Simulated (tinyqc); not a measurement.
# FinFET, parasitic resistance, capacitance and delay: effects of single changes

Nf fins under one contact; each has gated perimeter p = 2 Hf + Wf and cross-section A = Hf Wf; contact width Wc = Nf pf, stack height Hs = Hf. Contact length Lc = CPP - Lg - 2 Lsp, shared by two neighbouring gates. Source and drain sides are equal. The formulas are first-order estimates, not field solutions.

Values chosen for this exercise; values close to those of silicon logic devices:
```
symbol    value        unit                                  meaning
T           300           K                              temperature
Nf            2                                       number of fins
Hf           55          nm                               fin height
Wf            6          nm                                fin width
pf           30          nm                                fin pitch
CPP          48          nm                     contacted gate pitch
Lg           14          nm                              gate length
Lsp           6          nm                            spacer length
ks          5.5                  relative permittivity of the spacer
Hc           25          nm      gate height above the channel stack
rc       4.1e-9    ohm cm^2                      contact resistivity
re      0.00031      ohm cm  resistivity of the source-drain epitaxy
te           30          nm    current-carrying depth of the epitaxy
rx      0.00099      ohm cm             resistivity of the extension
Lov           2          nm                             gate overlap
Cinv        2.7     uF/cm^2                    inversion capacitance
vx        9.7e6        cm/s                       injection velocity
mu          180  cm^2/(V s)                        apparent mobility
VT         0.21           V          threshold at zero drain voltage
dl        0.058         V/V                         barrier lowering
n          1.11                                  subthreshold factor
Cw         0.16          fF                                wire load
Vdd         0.8           V                           supply voltage
```

Constants: q = 1.602176634e-19 C, kB = 1.380649e-23 J/K, eps0 = 8.8541878128e-12 F/m, Vt = kB T/q. Results are converted to the units shown.

Each table varies one quantity; the others keep the values above.

## Effect of the contacted gate pitch

Epitaxy sheet resistance Rsh = re/te, transfer length LT = sqrt(rc/Rsh), contact Rc = [sqrt(rc Rsh)/Wc] coth(Lc/(2 LT)); extension of one fin Rx = rx Lsp/A. With N fins: gate Cg = Cinv p N Lg; per side, plate Cp = ks eps0 [Wc (Hs + Hc) - N A]/Lsp, top fringe Cf = (2/pi) ks eps0 Wc ln(1 + Lg/(2 Lsp)), overlap Co = Cinv p N Lov. One fin: I = p Q vx u/(1 + |u|^1.8)^(1/1.8), Q = Cinv n Vt ln(1 + exp((Vg' - VT + dl Vd')/(n Vt))), u = Vd' mu/(vx Lg), Vg' = Vgs - v, Vd' = Vds - 2 v, with the drop on each side v = Rc (sum of I) + Rx I. Ieff = [I(Vgs = Vdd, Vds = Vdd/2) + I(Vdd/2, Vdd)]/2, total currents. With Cs = Cp + Cf + Co, the load of an inverter of two such devices driving an equal one is CL = 2 (Cg + 2 Cs) + 4 Cs + Cw (own drains counted twice for the Miller effect); delay CL Vdd/(2 Ieff).

The same in every row: Rx/N (ohm) = 90.00; CL (aF) = 715.9.

Results:
```
CPP (nm)  Rc (ohm)  Ieff (uA)  delay (ps)
36            1370      96.96       2.954
42           858.8      130.0       2.204
48           627.5      152.4       1.879
54           496.1      167.5       1.710
60           411.7      178.0       1.609
66           353.1      185.5       1.544
78           277.6      195.6       1.464
```

Estimate the missing row, CPP = 72 nm.

Computed row:
```
CPP (nm)  Rc (ohm)  Ieff (uA)  delay (ps)
72           310.2      191.2       1.498
```

With this row back in the table: As CPP goes from 36 to 78 nm, Ieff rises from 97.0 to 196 uA, CL stays at 716 aF and the delay falls from 2.95 to 1.46 ps. Only the contact length changes, so the capacitance stays and the pitch acts through Rc.

## Effect of the fin pitch

Same model as above.

The same in every row: Rx/N (ohm) = 90.00.

Effect of the fin pitch:
```
pf (nm)  Rc (ohm)  Ieff (uA)  CL (aF)  delay (ps)
18           1046      115.6    586.7       2.030
22          855.7      130.2    629.8       1.935
26          724.1      142.3    672.8       1.891
30          627.5      152.4    715.9       1.879
36          522.9      164.3    780.6       1.900
44          427.9      175.9    866.7       1.971
```

As pf goes from 18 to 44 nm, Ieff rises from 116 to 176 uA, CL rises from 587 to 867 aF and the delay goes from 2.03 through a minimum of 1.88 (at pf = 30 nm among the rows listed) to 1.97 ps.

## Effect of the supply voltage

Same model as above.

The same in every row: Rc (ohm) = 627.5; Rx/N (ohm) = 90.00; CL (aF) = 715.9.

Effect of the supply voltage:
```
Vdd (V)  Ieff (uA)  delay (ps)
0.45         53.48       3.012
0.55         80.82       2.436
0.65         109.2       2.130
0.75         138.0       1.946
0.85         166.8       1.824
0.95         195.7       1.738
```

As Vdd goes from 0.45 to 0.95 V, Ieff rises from 53.5 to 196 uA, CL stays at 716 aF and the delay falls from 3.01 to 1.74 ps.

tinyqc, about 0.04 s, one thread, Intel Xeon 2.30GHz (shared host): `OMP_NUM_THREADS=1 python tinyqc.py 2170138 2170139 out.jsonl`
